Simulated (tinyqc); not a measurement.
Inside a calculation. Method: CCSD on RHF in the 6-311g basis, for H2, spin multiplicity 1. Computed by tinyqc, a small Python program that keeps every step (integrals from PySCF). Settings: charge = 0, multiplicity = 1, basis = 6-311g, method = RHF, energy threshold = 1e-10, iteration cap = 70, orthogonalisation = symmetric, start = Wolfsberg-Helmholz matrix, DIIS depth = 6, amplitude equations = CCSD, DIIS depth for amplitudes = 0, cap on updates = 50. Command: `OMP_NUM_THREADS=1 python tinyqc.py 31961 31962 out.jsonl` (the two numbers bound the seeds that draw the settings). One thread of a shared host (Intel(R) Xeon(R) Processor @ 2.60GHz), about 0.2 s of CPU time with the checks. The early iterations of the SCF are left out here.

## One-electron integrals

Geometry (angstrom):
```
atom         x         y         z
H     0.000000  0.000000  0.000000
H     0.000000  0.000000  1.059000
```

Basis 6-311g: exponents (1/bohr^2) and contraction coefficients of normalised primitives:
```
element  l (shell)   exponent  coefficient
H            s (1)  33.865000     0.025494
H            s (1)   5.094790     0.190373
H            s (1)   1.158790     0.852161
H            s (2)   0.325840     1.000000
H            s (3)   0.102741     1.000000
```

Overlap, kinetic and nuclear-attraction integrals over the contracted functions; the nuclear repulsion is the sum of Za Zb / Rab.

nuclear repulsion = 0.49969519 hartree

overlap S, lower triangle:
```
          1H 1s     1H 2s     1H 3s     2H 1s     2H 2s     2H 3s
1H 1s  1.000000
1H 2s  0.706377  1.000000
1H 3s  0.373664  0.788963  1.000000
2H 1s  0.076509  0.250667  0.255557  1.000000
2H 2s  0.250667  0.520755  0.577029  0.706377  1.000000
2H 3s  0.255557  0.577029  0.814051  0.373664  0.788963  1.000000
```

kinetic energy T (hartree), lower triangle:
```
           1H 1s     1H 2s     1H 3s     2H 1s     2H 2s     2H 3s
1H 1s   2.304348
1H 2s   0.549119  0.488760
1H 3s   0.106346  0.184881  0.154112
2H 1s  -0.090403  0.059904  0.054300  2.304348
2H 2s   0.059904  0.143810  0.107018  0.549119  0.488760
2H 3s   0.054300  0.107018  0.108248  0.106346  0.184881  0.154112
```

nuclear attraction V (hartree), lower triangle:
```
           1H 1s      1H 2s      1H 3s      2H 1s      2H 2s      2H 3s
1H 1s  -2.610786
1H 2s  -1.413518  -1.399440
1H 3s  -0.701458  -0.951856  -0.911490
2H 1s  -0.153036  -0.498821  -0.486002  -2.610786
2H 2s  -0.498821  -0.777210  -0.731619  -1.413518  -1.399440
2H 3s  -0.486002  -0.731619  -0.779016  -0.701458  -0.951856  -0.911490
```

core Hamiltonian H = T + V (hartree), lower triangle:
```
           1H 1s      1H 2s      1H 3s      2H 1s      2H 2s      2H 3s
1H 1s  -0.306437
1H 2s  -0.864399  -0.910680
1H 3s  -0.595112  -0.766975  -0.757379
2H 1s  -0.243439  -0.438918  -0.431702  -0.306437
2H 2s  -0.438918  -0.633400  -0.624601  -0.864399  -0.910680
2H 3s  -0.431702  -0.624601  -0.670769  -0.595112  -0.766975  -0.757379
```

## Two-electron integrals

Functions are numbered as in S; the eight-fold symmetry (ij|kl) = (ji|kl) = (kl|ij) leaves the list below.

Two-electron integrals (ij|kl) in chemists' order, unique and non-zero (hartree):
```
(11|11) 1.393035   (21|11) 0.822971   (21|21) 0.509703   (22|11) 0.822904
(22|21) 0.543028   (22|22) 0.644106   (31|11) 0.411256   (31|21) 0.257757
(31|22) 0.279868   (31|31) 0.130794   (32|11) 0.543681   (32|21) 0.365771
(32|22) 0.452669   (32|31) 0.189803   (32|32) 0.325140   (33|11) 0.494021
(33|21) 0.340115   (33|22) 0.445993   (33|31) 0.178035   (33|32) 0.331779
(33|33) 0.361682   (41|11) 0.068888   (41|21) 0.045223   (41|22) 0.052635
(41|31) 0.023248   (41|32) 0.036546   (41|33) 0.035281   (41|41) 0.007099
(42|11) 0.153973   (42|21) 0.106281   (42|22) 0.137643   (42|31) 0.055610
(42|32) 0.100516   (42|33) 0.104413   (42|41) 0.018883   (42|42) 0.063183
(43|11) 0.136344   (43|21) 0.095022   (43|22) 0.126662   (43|31) 0.049924
(43|32) 0.094190   (43|33) 0.100946   (43|41) 0.016928   (43|42) 0.061063
(43|43) 0.061057   (44|11) 0.499045   (44|21) 0.351157   (44|22) 0.479933
(44|31) 0.185233   (44|32) 0.361044   (44|33) 0.392075   (44|41) 0.068888
(44|42) 0.273998   (44|43) 0.279024   (44|44) 1.393035   (51|11) 0.273998
(51|21) 0.172030   (51|22) 0.187248   (51|31) 0.087335   (51|32) 0.127088
(51|33) 0.119317   (51|41) 0.018883   (51|42) 0.045748   (51|43) 0.040769
(51|44) 0.153973   (51|51) 0.063183   (52|11) 0.363047   (52|21) 0.244344
(52|22) 0.302255   (52|31) 0.126797   (52|32) 0.216876   (52|33) 0.220691
(52|41) 0.032058   (52|42) 0.094823   (52|43) 0.089944   (52|44) 0.363047
(52|51) 0.094823   (52|52) 0.174672   (53|11) 0.307551   (53|21) 0.211372
(53|22) 0.275370   (53|31) 0.110555   (53|32) 0.203701   (53|33) 0.218977
(53|41) 0.029015   (53|42) 0.094640   (53|43) 0.093799   (53|44) 0.386525
(53|51) 0.083065   (53|52) 0.168459   (53|53) 0.173921   (54|11) 0.351157
(54|21) 0.246205   (54|22) 0.333759   (54|31) 0.129678   (54|32) 0.250621
(54|33) 0.272763   (54|41) 0.045223   (54|42) 0.172030   (54|43) 0.175160
(54|44) 0.822971   (54|51) 0.106281   (54|52) 0.244344   (54|53) 0.260718
(54|54) 0.509703   (55|11) 0.479933   (55|21) 0.333759   (55|22) 0.446628
(55|31) 0.175319   (55|32) 0.335052   (55|33) 0.368124   (55|41) 0.052635
(55|42) 0.187248   (55|43) 0.190684   (55|44) 0.822904   (55|51) 0.137643
(55|52) 0.302255   (55|53) 0.324620   (55|54) 0.543028   (55|55) 0.644106
(61|11) 0.279024   (61|21) 0.175160   (61|22) 0.190684   (61|31) 0.088924
(61|32) 0.129446   (61|33) 0.121573   (61|41) 0.016928   (61|42) 0.040769
(61|43) 0.036532   (61|44) 0.136344   (61|51) 0.061063   (61|52) 0.089944
(61|53) 0.078643   (61|54) 0.095022   (61|55) 0.126662   (61|61) 0.061057
(62|11) 0.386525   (62|21) 0.260718   (62|22) 0.324620   (62|31) 0.135418
(62|32) 0.233947   (62|33) 0.240094   (62|41) 0.029015   (62|42) 0.083065
(62|43) 0.078643   (62|44) 0.307551   (62|51) 0.094640   (62|52) 0.168459
(62|53) 0.161330   (62|54) 0.211372   (62|55) 0.275370   (62|61) 0.093799
(62|62) 0.173921   (63|11) 0.377837   (63|21) 0.260920   (63|22) 0.344987
(63|31) 0.136743   (63|32) 0.258071   (63|33) 0.284636   (63|41) 0.030532
(63|42) 0.096109   (63|43) 0.095020   (63|44) 0.377837   (63|51) 0.096109
(63|52) 0.189066   (63|53) 0.195080   (63|54) 0.260920   (63|55) 0.344987
(63|61) 0.095020   (63|62) 0.195080   (63|63) 0.239679   (64|11) 0.185233
(64|21) 0.129678   (64|22) 0.175319   (64|31) 0.068267   (64|32) 0.131588
(64|33) 0.143371   (64|41) 0.023248   (64|42) 0.087335   (64|43) 0.088924
(64|44) 0.411256   (64|51) 0.055610   (64|52) 0.126797   (64|53) 0.135418
(64|54) 0.257757   (64|55) 0.279868   (64|61) 0.049924   (64|62) 0.110555
(64|63) 0.136743   (64|64) 0.130794   (65|11) 0.361044   (65|21) 0.250621
(65|22) 0.335052   (65|31) 0.131588   (65|32) 0.251896   (65|33) 0.279303
(65|41) 0.036546   (65|42) 0.127088   (65|43) 0.129446   (65|44) 0.543681
(65|51) 0.100516   (65|52) 0.216876   (65|53) 0.233947   (65|54) 0.365771
(65|55) 0.452669   (65|61) 0.094190   (65|62) 0.203701   (65|63) 0.258071
(65|64) 0.189803   (65|65) 0.325140   (66|11) 0.392075   (66|21) 0.272763
(66|22) 0.368124   (66|31) 0.143371   (66|32) 0.279303   (66|33) 0.317644
(66|41) 0.035281   (66|42) 0.119317   (66|43) 0.121573   (66|44) 0.494021
(66|51) 0.104413   (66|52) 0.220691   (66|53) 0.240094   (66|54) 0.340115
(66|55) 0.445993   (66|61) 0.100946   (66|62) 0.218977   (66|63) 0.284636
(66|64) 0.178035   (66|65) 0.331779   (66|66) 0.361682
```

## Orthogonalisation

S = U s U^T; symmetric (Loewdin) form X = U s^(-1/2) U^T, so that X^T S X = 1.

eigenvalues of S: 0.051171  0.131340  0.286279  0.736140  1.251235  3.543835

X, lower triangle:
```
           1H 1s      1H 2s      1H 3s      2H 1s      2H 2s     2H 3s
1H 1s   1.375929
1H 2s  -0.752649   2.177766
1H 3s   0.210870  -1.042005   2.266146
2H 1s   0.045977   0.006263  -0.047266   1.375929
2H 2s   0.006263  -0.346132   0.247014  -0.752649   2.177766
2H 3s  -0.047266   0.247014  -1.063641   0.210870  -1.042005  2.266146
```

## Iteration 6 (converged): orbitals

converged F (hartree), lower triangle:
```
           1H 1s      1H 2s      1H 3s      2H 1s      2H 2s      2H 3s
1H 1s   0.691268
1H 2s  -0.337951  -0.265032
1H 3s  -0.409585  -0.343714  -0.257436
2H 1s  -0.312853  -0.376646  -0.354998   0.691268
2H 2s  -0.376646  -0.404055  -0.362847  -0.337951  -0.265032
2H 3s  -0.354998  -0.362847  -0.283744  -0.409585  -0.343714  -0.257436
```

Diagonalise F' = X^T F X, C = X C', fill 1 alpha and 1 beta electrons from the bottom; D = 2 C_occ C_occ^T. Each column has its largest component positive (the first on a tie).

F' = X^T F X (hartree), lower triangle:
```
           1          2          3          4          5         6
1   1.723137
2  -1.174964   0.928176
3   0.003594  -0.379996   0.173209
4  -0.011658  -0.174077  -0.125733   1.723137
5  -0.174077  -0.199912  -0.029840  -1.174964   0.928176
6  -0.125733  -0.029840  -0.132545   0.003594  -0.379996  0.173209
```

orbital energies (hartree): MO1 -0.515260, MO2 0.112067, MO3 0.332873, MO4 0.534823, MO5 2.521746, MO6 2.662794

coefficients C:
```
            MO1        MO2        MO3        MO4        MO5        MO6
1H 1s  0.156174   0.109195  -0.045246  -0.098294  -1.088160  -1.129779
1H 2s  0.306283   0.093388  -0.847110  -1.289261   1.622613   1.208549
1H 3s  0.176880   1.432973   0.897608   1.818931  -1.022704  -0.464123
2H 1s  0.156174  -0.109195  -0.045246   0.098294   1.088160  -1.129779
2H 2s  0.306283  -0.093388  -0.847110   1.289261  -1.622613   1.208549
2H 3s  0.176880  -1.432973   0.897608  -1.818931   1.022704  -0.464123
```

D after iteration 6, lower triangle:
```
          1H 1s     1H 2s     1H 3s     2H 1s     2H 2s     2H 3s
1H 1s  0.048781
1H 2s  0.095667  0.187619
1H 3s  0.055248  0.108351  0.062573
2H 1s  0.048781  0.095667  0.055248  0.048781
2H 2s  0.095667  0.187619  0.108351  0.095667  0.187619
2H 3s  0.055248  0.108351  0.062573  0.055248  0.108351  0.062573
```

## Convergence

Stop when the energy changes by less than 1e-10 hartree and every element of the error matrix X^T (F D S - S D F) X is below 3e-06.

Course of the cycle:
```
iteration  E (hartree)     change  largest element of the error matrix
1          -0.70127308          -                             4.41e-01
2          -1.07805905  -3.77e-01                             6.30e-02
3          -1.08580281  -7.74e-03                             3.04e-03
4          -1.08583426  -3.15e-05                             3.76e-04
5          -1.08583487  -6.05e-07                             6.37e-07
6          -1.08583487  -1.80e-12                             2.75e-07
```

PySCF RHF in the same basis = -1.08583487 hartree

Converged in 6 iterations.

## Integrals over molecular orbitals

(pq|rs) = sum C_ip C_jq C_kr C_ls (ij|kl), one index at a time.

one-electron integrals over orbitals h = C^T H C (hartree), lower triangle:
```
           1          2          3          4         5         6
1  -1.070270
2   0.000000  -0.557874
3   0.116911   0.000000  -0.320158
4   0.000000   0.203052   0.000000  -0.259417
5   0.000000   0.031717   0.000000  -0.191073  1.432207
6   0.055341   0.000000  -0.130792   0.000000  0.000000  1.557186
```

Two-electron integrals over orbitals (pq|rs), unique and non-zero (hartree):
```
(11|11) 0.555009    (21|21) 0.079627    (22|11) 0.374784    (22|22) 0.322453
(31|11) -0.116910   (31|22) -0.043057   (31|31) 0.053598    (32|21) 0.009450
(32|32) 0.027905    (33|11) 0.353315    (33|22) 0.283488    (33|31) -0.039918
(33|33) 0.280916    (41|21) -0.076234   (41|32) 0.013090    (41|41) 0.092478
(42|11) -0.139643   (42|22) -0.064539   (42|31) 0.050374    (42|33) -0.053241
(42|42) 0.067701    (43|21) 0.055788    (43|32) 0.011817    (43|41) -0.051172
(43|43) 0.046106    (44|11) 0.443359    (44|22) 0.336824    (44|31) -0.078951
(44|33) 0.303808    (44|42) -0.100023   (44|44) 0.384225    (51|21) -0.028422
(51|32) 0.020877    (51|41) 0.051176    (51|43) -0.027664   (51|51) 0.070339
(52|11) -0.030069   (52|22) 0.003269    (52|31) 0.025350    (52|33) -0.007014
(52|42) 0.015173    (52|44) -0.021993   (52|52) 0.031805    (53|21) 0.035229
(53|32) -0.010353   (53|41) -0.046823   (53|43) 0.024739    (53|51) -0.040264
(53|53) 0.031201    (54|11) 0.121125    (54|22) 0.043888    (54|31) -0.055970
(54|33) 0.046257    (54|42) -0.054763   (54|44) 0.086781    (54|52) -0.042341
(54|54) 0.081495    (55|11) 0.579939    (55|22) 0.390912    (55|31) -0.136808
(55|33) 0.358627    (55|42) -0.160235   (55|44) 0.477972    (55|52) -0.065597
(55|54) 0.179394    (55|55) 0.702878    (61|11) -0.055341   (61|22) -0.020408
(61|31) 0.035686    (61|33) -0.017438   (61|42) 0.032789    (61|44) -0.051656
(61|52) 0.039218    (61|54) -0.064267   (61|55) -0.124738   (61|61) 0.067791
(62|21) -0.016259   (62|32) 0.009297    (62|41) 0.027304    (62|43) -0.017412
(62|51) 0.039227    (62|53) -0.020913   (62|62) 0.024102    (63|11) 0.083239
(63|22) 0.040162    (63|31) -0.033602   (63|33) 0.031542    (63|42) -0.038171
(63|44) 0.063736    (63|52) -0.020426   (63|54) 0.047359    (63|55) 0.120869
(63|61) -0.037852   (63|63) 0.031895    (64|21) 0.035596    (64|32) -0.020523
(64|41) -0.056171   (64|43) 0.027427    (64|51) -0.062219   (64|53) 0.040043
(64|62) -0.035697   (64|64) 0.062064    (65|21) 0.122165    (65|32) -0.014807
(65|41) -0.144640   (65|43) 0.091124    (65|51) -0.116963   (65|53) 0.090598
(65|62) -0.066258   (65|64) 0.119119    (65|65) 0.295614    (66|11) 0.586700
(66|22) 0.385685    (66|31) -0.137309   (66|33) 0.361890    (66|42) -0.162178
(66|44) 0.477151    (66|52) -0.067210   (66|54) 0.179632    (66|55) 0.698116
(66|61) -0.116707   (66|63) 0.118101    (66|66) 0.704886
```

## CCSD: starting amplitudes

t_ij^ab = <ij||ab> / (e_i + e_j - e_a - e_b), whose energy is MP2.

Starting amplitudes (spin orbitals 1a, 1b, ...; amplitudes related by a flip of all spins are not repeated):
```
from      to          t
1a 1b  2a 2b  -0.063466
1a 1b  2a 4b   0.045448
1a 1b  4a 4b  -0.044033
1a 1b  3a 3b  -0.031598
1a 1b  4a 5b  -0.012521
1a 1b  5a 5b  -0.011580
1a 1b  6a 6b  -0.010666
1a 1b  3a 6b  -0.008864
1a 1b  2a 5b   0.007756
```

correlation energy = -0.02164126 hartree

## CCSD: amplitude update 1

t_i^a D_i^a and t_ij^ab D_ij^ab are set to the remaining terms of the spin-orbital equations, evaluated with the old amplitudes; for the doubles these are <ij||ab> + 1/2 <ab||ef> t_ij^ef + 1/2 <mn||ij> t_mn^ab + P(ij)P(ab) <mb||ej> t_im^ae + terms in t^2 + terms with t1, D the orbital-energy denominators.

Amplitudes after update 1 (spin orbitals 1a, 1b, ...; amplitudes related by a flip of all spins are not repeated):
```
from      to          t
1a 1b  2a 2b  -0.092218
1a 1b  2a 4b   0.066257
1a 1b  4a 4b  -0.058755
1a 1b  3a 3b  -0.038508
1a 1b  4a 5b  -0.014447
1a 1b  5a 5b  -0.010754
1a 1b  2a 5b   0.010476
1a 1b  3a 6b  -0.009799
1a 1b  6a 6b  -0.009752
1a        3a  -0.005366
1a        6a  -0.004340
```

correlation energy = -0.02912916 hartree

## CCSD: convergence

E_corr = 1/4 sum <ij||ab> t_ij^ab + 1/2 sum <ij||ab> t_i^a t_j^b; stop when the norm of the change is below 1e-8.

Course of the amplitude iterations:
```
update  correlation energy (hartree)  norm of the change
0                        -0.02164126                   -
1                        -0.02912916            8.96e-02
2                        -0.03230092            4.05e-02
3                        -0.03369213            1.86e-02
4                        -0.03431417            8.61e-03
5                        -0.03459622            4.00e-03
6                        -0.03472539            1.86e-03
7                        -0.03478495            8.69e-04
8                        -0.03481255            4.06e-04
9                        -0.03482538            1.89e-04
10                       -0.03483135            8.85e-05
11                       -0.03483414            4.13e-05
12                       -0.03483544            1.93e-05
13                       -0.03483605            9.04e-06
14                       -0.03483633            4.23e-06
15                       -0.03483647            1.98e-06
16                       -0.03483653            9.25e-07
17                       -0.03483656            4.33e-07
18                       -0.03483657            2.03e-07
19                       -0.03483658            9.49e-08
20                       -0.03483658            4.44e-08
21                       -0.03483658            2.08e-08
22                       -0.03483658            9.73e-09
```

Converged amplitudes (spin orbitals 1a, 1b, ...; amplitudes related by a flip of all spins are not repeated):
```
from      to          t
1a 1b  2a 2b  -0.117239
1a 1b  2a 4b   0.083932
1a 1b  4a 4b  -0.068702
1a 1b  3a 3b  -0.038164
1a 1b  4a 5b  -0.015553
1a 1b  2a 5b   0.013743
1a        3a  -0.012498
1a 1b  5a 5b  -0.009755
1a 1b  3a 6b  -0.009431
1a 1b  6a 6b  -0.008724
1a        6a  -0.007286
```

CCSD total energy = -1.12067145 hartree

T1 diagnostic, norm of the one-spin t1 over sqrt(correlated electrons) = 0.010229

Converged in 22 updates.
